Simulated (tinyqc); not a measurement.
# From T_c back to z J_AA

Model: two-sublattice mean-field magnet: ferrimagnet, compensation points and susceptibility. Computed by tinyqc, a small Python program. Command: `OMP_NUM_THREADS=1 python tinyqc.py 3024111 3024112 out.jsonl ferri inv`. One thread of a shared host (Intel(R) Xeon(R) Processor @ 2.30GHz), about 0.03 s of CPU time with the checks.

A random alloy A(1-x)B(x) with H = -sum over pairs J S_i.S_j. a = <S_A> and b = <S_B> are taken along z, a > 0. Exchange fields: h_A = (1 - x) zJ_AA a + x zJ_AB b, h_B = (1 - x) zJ_AB a + x zJ_BB b; a = S_A B_(S_A)(S_A h_A/(k_B T)) and likewise for b, with the Brillouin function B_S(y) = [(2S + 1)/(2S)] coth[(2S + 1) y/(2S)] - [1/(2S)] coth[y/(2S)].

Inputs (values chosen for the exercise, for a model ferrimagnet):
```
quantity               value  unit
spin S_A                   2     -
spin S_B                 2.5     -
fraction x of B sites   0.32     -
z J_BB                   1.5   meV
z J_AB                  -9.2   meV
T over T_c              0.79     -
```

Constants: k_B = 8.617333262e-05 eV/K.

Method. Linearised, T (a, b) = M (a, b) with M_ij = S_i (S_i + 1) c_j zJ_ij/(3 k_B), c_A = 1 - x, c_B = x. T_c is the larger eigenvalue, and its eigenvector gives b/a at onset, (T_c - M_AA)/M_AB.

Task: A run gave the result below. Find the z J_AA, known to lie between 16 and 40 meV.

T_c = 390.5905 K

Result:

Each step takes the trial c = (a f_b - b f_a)/(f_b - f_a), f being the result less the target and a, b, c the logarithms of the listed values; c replaces end b, the old b replaces a if the sign of f changed, and otherwise f_a is halved.

Scan of the range:
```
z J_AA (meV)  T_c (K)
16.0          302.973
18.6          338.451
21.7          382.026
25.3          433.927
29.5          495.746
34.3          567.570
40.0          653.972
```

False position (Illinois rule, in the logarithm of the input) inside the bracket:
```
step    end a    end b    trial  T_c (K)
1     21.7000  25.3000  22.2566  389.970
2     25.3000  22.2566  22.2969  390.546
3     25.3000  22.2969  22.3026  390.628
4     22.2969  22.3026  22.3000  390.590
5     22.3026  22.3000  22.3000  390.591
```

T_c rises at every point of a 13-point scan of the range (every second point is shown), so one value fits; it is bracketed by 21.7 and 25.3. Answer: z J_AA = 22.30 meV.
